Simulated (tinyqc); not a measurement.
Gas flow in a process chamber: flow regimes, conductance, effective pumping speed, pump-down, outgassing and purge: one step, computed by the program tinyqc.

Ideal gas, isothermal flow, a pump of constant speed at the end of a round pipe; process gas, volume gas and outgassing are given the same properties. 1 sccm = 101325 Pa x 1e-6 m^3/60 s x T/273.15 K.

Question. Time to base pressure. From the outgassing limit: t = 1 h x (q_1 A/(S_eff p_target))^(1/n) - 10 s; monolayer time at the target = 1e19 m^-2 x 4 k_B T/(p c) for unit sticking.

Inputs (values chosen for the exercise, modelled on hydrogen near room temperature):
```
quantity,value,unit
temperature T,300,K
wall area,1.8,m^2
outgassing rate after 1 h,2.9e-06,Pa m^3/(s m^2)
outgassing exponent n,0.85,-
target base pressure,2e-05,Pa
```

S_eff in molecular flow = 63.07127 L/s

mean speed c = 1775.017 m/s

Constants: k_B = 1.380649e-23 J/K.

Give: time to the target; monolayer time.

Answer.

time to the target = 5.314 h

monolayer time = 4.667 s
